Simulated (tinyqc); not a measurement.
Thermal, flicker and telegraph noise of a field-effect transistor: one step, computed by the program tinyqc.

Strong inversion, threshold roll-off and channel-length modulation left out; noise sources are uncorrelated and are given as one-sided spectral densities.

Question. Flicker noise. C_ox = 3.9 eps_0/t; V_c = 2 v_s L/mu; I = W C_ox v_s V_ov^2/(V_ov + V_c); g_m = W C_ox v_s V_ov (V_ov + 2 V_c)/(V_ov + V_c)^2; g_d0 = mu C_ox (W/L) V_ov. Tunnelling length lambda = hbar/(2 sqrt(2 m_ox phi)); flat-band noise S_Vfb = e^2 k_B T lambda N_t/(W L C_ox^2 f). Hooge: S_I = I^2 alpha_H/(f N), N = W L C_ox V_ov/e (the source-end density).

Inputs (values chosen for the exercise, modelled on a silicon n-channel):
```
quantity                        value         unit
width W                            17   micrometre
length L                         1700           nm
electrical oxide thickness t      6.8           nm
mobility mu                       240   cm^2/(V s)
saturation velocity v_s             1     1e7 cm/s
overdrive V_ov                   0.76            V
oxide trap density N_t        1.1e+17  1/(eV cm^3)
oxide barrier phi                 2.1           eV
oxide mass m_ox                  0.38          m_0
Hooge parameter alpha_H       1.1e-06            -
frequency f                     10000           Hz
temperature T                     300            K
```

Operating region: saturation. Flicker model: Hooge.

drain current I = 334.0548 microampere

Constants: eps_0 = 8.8541878128e-12 F/m; hbar = 1.054571817e-34 J s; m_0 = 9.1093837015e-31 kg; e = 1.602176634e-19 C; k_B = 8.617333262e-05 eV/K.

Give: tunnelling length lambda; S_Vfb; flicker S_I; flicker S_I/I^2.

Answer.

tunnelling length lambda = 1.093 angstrom

S_Vfb = 1.070e-15 V^2/Hz

flicker S_I = 1.763e-23 A^2/Hz

flicker S_I/I^2 = 1.580e-16 1/Hz
